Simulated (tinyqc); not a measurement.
## Thermal resistances of a two-die stack

Inverse problem. Heat leaves through the lower die only, and the system is linear. Find the resistance R1 from the lower die to the coolant, R2 between the dies, and the rise of the upper die when both are powered.

Values chosen for this exercise: power of the lower die P1 = 41 W; power of the upper die P2 = 3 W.

rises of the lower and upper die with only the lower one powered (K): [13.94, 13.94]
rises of the lower and upper die with only the upper one powered (K): [1.02, 2.04]

Answer. With only the lower die powered no heat crosses R2, so both dies rise by P1 R1; the difference in the second test is P2 R2; rises add.

R1 = 0.3400 K/W
R2 = 0.3400 K/W
rise of the upper die = 15.98 K

Program tinyqc, `OMP_NUM_THREADS=1 python tinyqc.py 2162123 2162124 out.jsonl`; Intel Xeon 2.30GHz, shared host, one thread, about 0.03 s.
